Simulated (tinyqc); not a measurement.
MOSFET in saturation, small-signal circuit and noise: two steps of the calculation.

Bias by the inversion coefficient IC = I/Ispec (charge-based model with velocity saturation; weak inversion below 0.1, strong above 10). Common-source circuit: gm, gds, Cgs, Cgd and Cj at the inner nodes, Rg in series with the gate; quasi-static, no source or drain resistance, no gate-body capacitance, no substrate network, no induced gate noise, so fmax is an upper estimate.

Inputs (values chosen for the exercise): temperature T = 300 K; gate length L = 350 nm; total gate width W = 10 um; gate capacitance Cox = 2.22 uF/cm^2; mobility mu = 170 cm^2/(V s); slope factor n = 1.16; velocity-saturation length Ls = 15 nm; ratio gds/gm sg = 0.013; inversion coefficient IC = 12; short-channel excess of the noise factor gw = 0.07; oxide trap density Nt = 1.5e18 cm^-3 eV^-1; tunnelling length into the oxide lt = 0.1 nm; Coulomb scattering coefficient ac = 0 V s/C.

Constants: q = 1.602176634e-19 C, kB = 1.380649e-23 J/K, Vt = kB T/q. Results are converted to the units shown.

Task 1. Current, transconductance and gain. Ispec = 2 n mu Cox (W/L) Vt^2, lc = Ls/L, gms = [sqrt((lc IC + 1)^2 + 4 IC) - 1]/[2 + lc (lc IC + 1)], gm = gms Ispec/(n Vt), gds = sg gm.

Give: Ispec; I; gms; gm; gds; gm/I.

Result 1.

Ispec = 16.72 uA
I = 200.6 uA
gms = 2.950
gm = 1.645 mS
gds = 0.02138 mS
gm/I = 8.198 1/V

Task 2. Noise at the gate. Channel noise Sid = 4 kB T gam n gm with gam = (1/2 + (2/3) qs)/(1 + qs) + gw lc IC, qs = [sqrt(1 + 4 IC) - 1]/2, lc = Ls/L (the last term an empirical rise with velocity saturation); at the gate, white noise Sw = Sid/gm^2 + 4 kB T Rg. Number fluctuation with correlated mobility: S(f) = K/f, K = q^2 Vt lt Nt/(W L Cox^2) (1 + ac mu Cox I/gm)^2, Vt in eV with Nt per eV. Corner fc = K/Sw. Full shot noise would be 2 q I.

I = 200.62792 uA
gm = 1.6447587 mS
Rg = 5.9523810 ohm

Give: gam; Sid; Sid/(2 q I); sqrt(Sw); K; fc.

Result 2.

gam = 0.66100
Sid = 2.0894e-23 A^2/Hz
Sid/(2 q I) = 0.32501
sqrt(Sw) = 2.7968 nV/Hz^0.5
K = 5.7707e-11 V^2
fc = 7.3773 MHz

The gate resistance gives 1.3 % of the white noise power.

Program tinyqc, `OMP_NUM_THREADS=1 python tinyqc.py 2150048 2150049 out.jsonl`; Intel Xeon 2.30GHz, shared host, one thread, about 0.01 s.
